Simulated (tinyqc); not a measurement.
Self-heating of a transistor with one or more fingers, with temperature-dependent conductivity. From one set of inputs to another, one input at a time. Computed by tinyqc, a small Python program. Command: `OMP_NUM_THREADS=1 python tinyqc.py 3007738 3007739 out.jsonl selfheat ladder`. One thread of a shared host (Intel(R) Xeon(R) Processor @ 2.30GHz), about 0.1 s of CPU time with the checks.

N long parallel fingers lie on the top face of a slab whose bottom is held at T_0; the top is otherwise insulated, and heat flows in two dimensions. P in W/mm is 1000 P in W/m.

The inputs printed are set A. Set A is modelled on diamond; the values taken over come from a set modelled on gallium arsenide. Inputs not listed in the table keep their values of set A, so the rows need not describe a real material.

Inputs (values chosen for the exercise, modelled on diamond): conductivity at the base temperature kappa_0 = 1690 W/(m K); exponent m in kappa ~ T^-m = 1.21; base temperature T_0 = 323 K; power per gate width P = 2 W/mm; fingers N = 1; finger pitch s = 24 micrometre; width of the heat source w = 0.1 micrometre; substrate thickness t = 140 micrometre; phonon free path Lambda = 360 nm; power coefficient beta = 0.65 1e-3/K.

Power: power rises with temperature.

Method:
- A line source of power P on the top face raises the top at distance x by (P/(pi kappa_0)) g(x), g(x) = -ln tanh(pi x/(4 t)) (the image sum for the slab). On a strip of width w the centre sees the mean of g over the strip, g_0 = 1 + ln(8 t/(pi w)) for w much below t.
- theta_i = (P/(pi kappa_0)) [g_0 + sum over j != i of g(|i - j| s)], with equal powers and constant conductivity; thermal resistance = largest theta/P.
- Kirchhoff transformation for kappa = kappa_0 (T/T_0)^-m: T = T_0 [1 - (m - 1) theta/T_0]^(-1/(m - 1)), where theta is the linear rise.
- The bracket vanishes at the power P T_0/((m - 1) theta).
- The power follows P [1 + beta (T - T_0)] with T the peak temperature, for all fingers alike. Start at T_0 and repeat; stop when T changes by less than 1e-6 K, after 50 steps, or when the bracket falls below 0.05.

Each row keeps all changes above it:
```
input moved                                             from    to  thermal resistance (K mm/W)  true rise (K)  peak temperature with feedback (K)
set A                                                      -     -                        1.729          3.480                              326.49
power coefficient beta (1e-3/K)                         0.65  0.93                        1.729          3.480                              326.49
width of the heat source w (micrometre)                  0.1  0.53                        1.415          2.845                              325.85
exponent m in kappa ~ T^-m                              1.21  1.28                        1.415          2.845                              325.85
finger pitch s (micrometre)                               24    25                        1.415          2.845                              325.85
power per gate width P (W/mm)                              2  0.86                        1.415          1.220                              324.22
substrate thickness t (micrometre)                       140    74                        1.295          1.116                              324.12
conductivity at the base temperature kappa_0 (W/(m K))  1690  43.7                       50.068         47.003                              372.36
```

Where does the difference come from?

Thermal resistance goes from 1.73 to 50.1, a factor 29.0 in all. The largest single move comes from conductivity at the base temperature kappa_0 (a factor 38.7). True rise goes from 3.48 to 47.0, a factor 13.5 in all. The largest single move comes from conductivity at the base temperature kappa_0 (a factor 42.1), and power per gate width P works against it (a factor 0.429). Peak temperature with feedback goes from 326 to 372, a factor 1.14 in all. The largest single move comes from conductivity at the base temperature kappa_0 (a factor 1.15). The single moves hold for this order of the switches; the total does not depend on the order.

Caution (all rows): the source is narrower than two phonon free paths, so the Fourier result understates the rise at the source.

Extremes, crossings and ranges named in words are read from the listed rows.
